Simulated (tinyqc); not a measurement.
Electron continuity equation in a given potential, Scharfetter-Gummel discretisation: three discretisations compared.

Steady state in one dimension: J = q mu n E + q D dn/dx with E = -dpsi/dx and D = mu Vt, dJ/dx = 0, fixed densities nL and nR at the ends. The potential is given, psi = U x/L, and is not changed by the electrons.

12 equal intervals. Fluxes J_i = (q D/h)(n_(i+1) P_i - n_i Q_i), d_i = (psi_(i+1) - psi_i)/Vt: Scharfetter-Gummel P = B(d), Q = B(-d), B(d) = d/(exp(d) - 1); central P = 1 - d/2, Q = 1 + d/2; upwind P = 1 + max(-d, 0), Q = 1 + max(d, 0). Balance at each inner node: J_i - J_(i-1) = 0. The reference is Scharfetter-Gummel on 2400 intervals.

Parameters, values chosen for the exercise; mobility close to that of gallium phosphide at room temperature:
- T = 325 K (temperature)
- mu = 247 cm^2/(V s) (electron mobility)
- L = 11 um (length of the region)
- nL = 3.1e14 cm^-3 (density at x = 0)
- nR = 0 cm^-3 (density at x = L)
- U = -0.39 V (potential difference psi(L) - psi(0))

Constants: q = 1.602176634e-19 C, kB = 1.380649e-23 J/K, Vt = kB T/q. Results are converted to the units shown.

Densities (cm^-3):

| node | Scharfetter-Gummel | central | upwind | reference |
|---|---|---|---|---|
| 0 | 3.1000e14 | 3.1000e14 | 3.1000e14 | 3.1000e14 |
| 1 | 9.7137e13 | 8.2349e13 | 1.4347e14 | 9.7137e13 |
| 2 | 3.0437e13 | 2.1875e13 | 6.6392e13 | 3.0437e13 |
| 3 | 9.5371e12 | 5.8110e12 | 3.0715e13 | 9.5371e12 |
| 4 | 2.9882e12 | 1.5436e12 | 1.4201e13 | 2.9882e12 |
| 5 | 9.3615e11 | 4.1002e11 | 6.5569e12 | 9.3615e11 |
| 6 | 2.9315e11 | 1.0889e11 | 3.0189e12 | 2.9315e11 |
| 7 | 9.1665e10 | 2.8898e10 | 1.3812e12 | 9.1665e10 |
| 8 | 2.8532e10 | 7.6483e9 | 6.2322e11 | 2.8532e10 |
| 9 | 8.7496e9 | 2.0036e9 | 2.7236e11 | 8.7496e9 |
| 10 | 2.5509e9 | 5.0413e8 | 1.0996e11 | 2.5509e9 |
| 11 | 6.0862e8 | 1.0581e8 | 3.4793e10 | 6.0862e8 |
| 12 | 0 | 0 | 0 | 0 |

What does the comparison show?

Largest errors as a share of the largest reference density listed: Scharfetter-Gummel under 1e-7 %, central 4.8 %, upwind 15 %. The largest |d| is 1.16. Upwinding stays positive but acts as if D were larger by the factor 1 + |d|/2, up to 1.58 here.

tinyqc, about 0.01 s, one thread, Intel Xeon 2.30GHz (shared host): `OMP_NUM_THREADS=1 python tinyqc.py 2220001 2220002 out.jsonl`
